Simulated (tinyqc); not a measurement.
# Six-transistor SRAM cell, nodal equations and margins: effect of the n-channel threshold

Two cross-coupled inverters (pull-down bn, pull-up bp) hold the nodes Q and QB; access transistors (ba, threshold VTn, gate on the word line at Vdd when selected) join them to the bit lines. Transistor (EKV form, voltages against the body): I = 2 n b Vt^2 [F(vp - Vs) - F(vp - Vd)] from drain to source, F(v) = ln^2(1 + exp(v/(2 Vt))), vp = (Vg - VT + sg |Vd - Vs|)/n. n-channel bodies are at 0; for the p-channel device all voltages are counted down from Vdd. b in uA/V^2 gives I in uA. For an access transistor the bit line is the drain and the node the source. In a read both bit lines are at Vdd. The cell is symmetric (no mismatch).

f(x) is the node voltage of one half-cell for input x: In = Ip in hold, In = Ip + Ia in a read. Static noise margin: side of the largest square between the curve (x, f(x)) and its mirror image (f(y), y); with h(c) the root x of f(x) - x = c, it is the maximum over c > 0 of h(c) - h(-c) + c. Q is the low node in a read and Iread the current of its access transistor. The write trip is the voltage to which the bit line of the high node must fall (the other staying at Vdd) for that state to vanish; higher is easier, and a negative value means that a grounded bit line does not write.

Inputs (values chosen for the exercise):
- T = 400 K (temperature)
- Vdd = 0.75 V (supply voltage)
- n = 1.16 (slope factor)
- sg = 0.063 (drain-induced barrier lowering)
- VTp = 0.34 V (p-channel threshold (magnitude))
- bn = 200 uA/V^2 (gain factor of the pull-down transistor)
- ba = 100 uA/V^2 (gain factor of the access transistor)
- bp = 120 uA/V^2 (gain factor of the pull-up transistor)

Constants: q = 1.602176634e-19 C, kB = 1.380649e-23 J/K, Vt = kB T/q. Results are converted to the units shown.

Result of one run:

| VTn (V) | hold margin (mV) | read margin (mV) | Q in a read (mV) | Iread (uA) | write trip (mV) |
|---|---|---|---|---|---|
| 0.5 | 279.6 | 207.7 | 55.39 | 2.358 | -5.174 |

What becomes of these results when the n-channel threshold VTn is changed from 0.5 to 0.38 V, all else the same?

Result of the changed run:

| VTn (V) | hold margin (mV) | read margin (mV) | Q in a read (mV) | Iread (uA) | write trip (mV) |
|---|---|---|---|---|---|
| 0.38 | 296.0 | 180.3 | 71.71 | 4.718 | 87.63 |

The whole series:

| VTn (V) | hold margin (mV) | read margin (mV) | Q in a read (mV) | Iread (uA) | write trip (mV) |
|---|---|---|---|---|---|
| 0.2 | 245.3 | 108.9 | 98.81 | 9.791 | 242.9 |
| 0.26 | 268.3 | 137.5 | 89.47 | 7.904 | 187.7 |
| 0.32 | 286.3 | 161.5 | 80.46 | 6.209 | 136.5 |
| 0.38 | 296.0 | 180.3 | 71.71 | 4.718 | 87.63 |
| 0.44 | 293.9 | 195.0 | 63.29 | 3.433 | 40.59 |
| 0.5 | 279.6 | 207.7 | 55.39 | 2.358 | -5.174 |

As VTn goes from 0.2 to 0.5 V, the read margin rises from 109 to 208 mV, the write trip falls from 243 to -5.17 mV and Iread falls from 9.79 to 2.36 uA. The read margin is 0.44 of the hold margin in the first row and 0.74 in the last. Read stability and write ability pull in opposite directions. At VTn = 0.5 V the write trip is negative: the cell cannot be written without assist.

Numbers from tinyqc (`OMP_NUM_THREADS=1 python tinyqc.py 2340071 2340072 out.jsonl`; about 0.1 s on one thread of a shared Intel Xeon 2.30GHz).
